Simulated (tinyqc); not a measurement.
# Worked calculation: hot electrons in a saturated n-channel MOSFET, lucky-electron model

Program tinyqc, `OMP_NUM_THREADS=1 python tinyqc.py 2550166 2550167 out.jsonl`; Intel Xeon 2.30GHz, shared host, one thread, about 0.01 s. Printed values are rounded.

Beyond pinch-off the lateral field grows as Esat cosh(y/l) over the velocity-saturated region (pseudo-two-dimensional model). Impact ionisation in this region gives the substrate current, which biases the body forward through Rsub. Currents are per width. Local-field laws: they overstate ionisation when the field peak is narrower than an energy relaxation length.

Inputs (values chosen for the exercise); values close to those of silicon n-channel devices: channel length L = 1.2 um; oxide thickness tox = 25 nm; junction depth xj = 420 nm; threshold VT = 0.44 V; effective mobility mu = 250 cm^2/(V s); saturation velocity vs = 1e7 cm/s; ionisation prefactor Ai = 2e6 1/cm; ionisation field Bi = 1.82 MV/cm; resistance of the lightly doped drain Rd = 0 ohm um; substrate resistance Rsub = 20000 ohm um; fall of VT per volt of forward body bias kb = 0.28; hot-electron mean free path lm = 9.2 nm; oxide barrier pb = 3.2 V; prefactor of the gate current Cg = 0.0014; lifetime exponent m = 2.8; lifetime constant Hl = 5000 s uA/um; drain voltage Vd = 5.2 V; gate voltage Vg = 3.5 V.

Constants: eps0 = 8.8541878128e-14 F/cm where lengths are in cm. Results are converted to the units shown.

## Length and field scales

Cox = 3.9 eps0/tox, l = sqrt(3 tox xj), Esat = 2 vs/mu.

Cox = 0.1381253 uF/cm^2
l = 177.4824 nm
Esat = 0.08 MV/cm
Esat L = 9.6 V

## Iteration 1: body bias from the substrate current

Vb at the start = 0 V

Cox = 3.9 eps0/tox. Overdrive g = Vg - VT + kb Vb; Vdsat = g Esat L/(g + Esat L); Id = Cox vs (g - Vdsat); dV = Vd - Id Rd - Vdsat; Em = sqrt((dV/l)^2 + Esat^2); Isub = Id (Ai/Bi) l Em exp(-Bi/Em). Vb(new) = Rsub Isub.

Vdsat = 2.320379 V
Id = 102.1604 uA/um
dV = 2.879621 V
Em = 0.1808991 MV/cm
Isub = 0.01539781 uA/um
Vb after iteration 1 = 3.079562e-4 V

## Iteration 2: body bias from the substrate current

As before.

Vdsat = 2.320429 V
Id = 102.1654 uA/um
dV = 2.879571 V
Em = 0.1808966 MV/cm
Isub = 0.01539621 uA/um
Vb after iteration 2 = 3.079242e-4 V

## Course of the iteration: body bias from the substrate current

Stop when Vb changes by less than 1e-9 V, or after 60 iterations.

Course of the iteration:
```
iteration	Vb (V)	|change| (V)
1	3.079562e-4	3.08e-4
2	3.079242e-4	3.19e-8
3	3.079242e-4	3.31e-12
```

Converged in 3 iterations. The change falls from 3.1e-4 in the first iteration to below the tolerance in the last.

## Gate current, lifetime and channel shortening

Id = 102.1654 uA/um
dV = 2.879571 V
Em = 0.1808966 MV/cm
Isub = 0.01539621 uA/um

Ig = Cg Id exp(-pb/(lm Em)); lifetime tau = (Hl/Id)(Isub/Id)^(-m); length of the saturated region dL = l ln[(dV/l + Em)/Esat]. 1 year = 3.15576e7 s.

Isub/Id = 1.506988e-4
Ig = 6.380644e-4 pA/um
tau = 77956.87 years
dL = 258.4353 nm

The lifetime exceeds ten years. Integrating Ai exp(-Bi/E) over the cosh profile gives Isub/Id = 1.58e-4, so the closed form is 4.6 % below it.
